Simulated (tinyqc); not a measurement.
Inside a calculation. Method: plane-wave Kohn-Sham cycle with exchange-only LDA in a layered model solid. One step of it, computed by the program tinyqc.

Task: Iteration 1: potential. V_H(G) = 4 pi rho(G)/G^2 for G != 0 (uniform background); v_x = -(3 rho/pi)^(1/3); V = V_ext + V_H + v_x; Fourier components f(G_m) = (1/N) sum_j f(x_j) exp(-i G_m x_j).

A solid whose potential varies along x alone (atomic units):
```
parameter,value
period a,12.400000
cross-section of the cell,20.000000
electrons per cell,4
grid points,16
"plane waves -n..n, n",2
k points,3
V1 in V1 cos(2 pi x/a),-0.740000
```

density at the start, on the grid x_j = j a/N (e/bohr^3): 0.01612903  0.01612903  0.01612903  0.01612903  0.01612903  0.01612903  0.01612903  0.01612903  0.01612903  0.01612903  0.01612903  0.01612903  0.01612903  0.01612903  0.01612903  0.01612903

Give: Potentials on the grid; V(G_m), m = 0, 1, 2, ....

Result:

Potentials on the grid (hartree):
```
x,V_ext,V_H,v_x,V
0.0000,-0.7400,0.0000,-0.2488,-0.9888
0.7750,-0.6837,0.0000,-0.2488,-0.9325
1.5500,-0.5233,0.0000,-0.2488,-0.7721
2.3250,-0.2832,0.0000,-0.2488,-0.5320
3.1000,0,0.0000,-0.2488,-0.2488
3.8750,0.2832,0.0000,-0.2488,0.0344
4.6500,0.5233,0.0000,-0.2488,0.2745
5.4250,0.6837,0.0000,-0.2488,0.4349
6.2000,0.7400,0.0000,-0.2488,0.4912
6.9750,0.6837,0.0000,-0.2488,0.4349
7.7500,0.5233,0.0000,-0.2488,0.2745
8.5250,0.2832,0.0000,-0.2488,0.0344
9.3000,0,0.0000,-0.2488,-0.2488
10.0750,-0.2832,0.0000,-0.2488,-0.5320
10.8500,-0.5233,0.0000,-0.2488,-0.7721
11.6250,-0.6837,0.0000,-0.2488,-0.9325
```

V(G_m), m = 0, 1, 2, ... (hartree): -0.2488  -0.3700  0.0000  0.0000  0.0000
